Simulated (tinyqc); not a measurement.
Diamond against structures with more neighbours: Stillinger-Weber potential for a tetrahedral semiconductor. Computed by tinyqc, a small Python program. Command: `OMP_NUM_THREADS=1 python tinyqc.py 3030293 3030294 out.jsonl swsi walk`. One thread of a shared host (Intel(R) Xeon(R) Processor @ 2.30GHz), about 0.04 s of CPU time with the checks.

With x = r/sigma: pair term eps A (B x^-4 - 1) exp(1/(x - a)); for each pair of neighbours j, k of atom i, three-body term eps lambda exp(gamma/(x_ij - a) + gamma/(x_ik - a)) (cos theta_jik + 1/3)^2; both vanish beyond x = a. A = 7.049556277, B = 0.6022245584, a = 1.8.

Inputs (values chosen for the exercise, modelled on silicon):

| quantity | value | unit |
|---|---|---|
| energy scale eps | 2.111 | eV |
| length scale sigma | 2.079 | angstrom |
| three-body strength lambda | 20.5 | - |
| gamma | 1.1 | - |

Method. Each structure is relaxed in its neighbour distance d (lowest minimum for d between sigma and 1.7 sigma), with all neighbours inside the cut-off, second shells too where they fall inside.

Energies per atom (eV):

| structure | first neighbours | d (angstrom) | pair | three-body | total | volume (angstrom^3) |
|---|---|---|---|---|---|---|
| diamond | 4 | 2.3336 | -4.2220 | 0.0000 | -4.2220 | 19.565 |
| simple cubic | 6 | 2.6522 | -5.1217 | 1.7374 | -3.3842 | 18.655 |
| bcc | 8 | 2.8714 | -4.8730 | 1.9274 | -2.9456 | 18.225 |
| fcc | 12 | 2.9942 | -4.7661 | 2.0396 | -2.7264 | 18.982 |

What follows from these numbers?

The order is diamond < simple cubic < bcc < fcc, the lowest two 0.838 eV apart. Against diamond the pair energy changes by -0.90 (simple cubic), -0.65 (bcc), -0.54 (fcc) eV, while angles away from 109.47 degrees cost 1.74, 1.93, 2.04 eV; the bonds stretch to 2.99 angstrom in fcc to weaken that penalty.

Extremes, crossings and ranges named in words are read from the listed rows.
